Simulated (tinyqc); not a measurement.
Inside a calculation. Model: Schottky diode by the thermionic emission-diffusion theory.

Numbers from tinyqc (`OMP_NUM_THREADS=1 python tinyqc.py 2640090 2640091 out.jsonl`; about 0.01 s on one thread of a shared Intel Xeon 2.30GHz). Printed values are rounded.

Metal on an n-type semiconductor with one parabolic valley; V > 0 is forward bias (metal positive). The band bends as a parabola over the depletion layer, by Vd = Vbi - V; no image force. Carriers drift and diffuse up to the interface and leave it with the velocity vR.

Inputs (values chosen for the exercise); band and dielectric values close to those of In0.53Ga0.47As:
```
symbol   value        unit                             meaning
T          200           K                         temperature
me      0.0416          m0                       electron mass
eps_r     13.9                           relative permittivity
mun      11000  cm^2/(V s)                   electron mobility
phi       0.45          eV  barrier height seen from the metal
Nd      1.6e15       cm^-3                       donor density
V         0.11           V                                bias
```

Constants: q = 1.602176634e-19 C, kB = 1.380649e-23 J/K, h = 6.62607015e-34 J s, m0 = 9.1093837015e-31 kg, Vt = kB T/q, eps0 = 8.8541878128e-14 F/cm where lengths are in cm. Results are converted to the units shown.

Range of the model: vD exceeds usual saturation velocities: the low-field mobility is used at the surface field. It matters little where vD is far above vR.

## Emission velocity

A* = 4 pi q me m0 kB^2/h^3 (times 1e-4 for A/(cm^2 K^2)); Nc = 2 (2 pi me m0 kB T/h^2)^1.5 (times 1e-6 for cm^-3); Vbi = phi - Vt ln(Nc/Nd); vR = A* T^2/(q Nc).

A* = 4.99921 A/(cm^2 K^2)
Nc = 1.15898e17 cm^-3
Vbi = 0.376189 V
vR = 1.07690e7 cm/s

vR equals sqrt(kB T/(2 pi me m0)).

## Diffusion velocity

LD = sqrt(eps0 eps_r Vt/(q Nd)), a = sqrt((Vbi - V)/Vt), D(a) = exp(-a^2) int_0^a exp(s^2) ds (Dawson), vD = mun Vt/(sqrt(2) LD D(a)). For large a, vD tends to mun times the surface field sqrt(2 q Nd (Vbi - V)/(eps0 eps_r)).

LD = 90.9637 nm
a = 3.93001
D(a) = 0.131832
vD = 1.11788e8 cm/s
mun times the surface field = 1.15834e8 cm/s

vD is 3.5 % below the large-a form.

## Current density

J = q Nc [vR vD/(vR + vD)] exp(-phi/Vt) [exp(V/Vt) - 1]. The quasi-Fermi level drops by Vt ln[(vR + vD)/(vD + vR exp(-V/Vt))] over the layer.

effective velocity = 9.82273e6 cm/s
J = 4.92788e-4 A/cm^2
J over the pure emission value = 0.912130
drop of the quasi-Fermi level over the layer = 1.58231 meV

Emission limits the current: vD is more than five times vR.
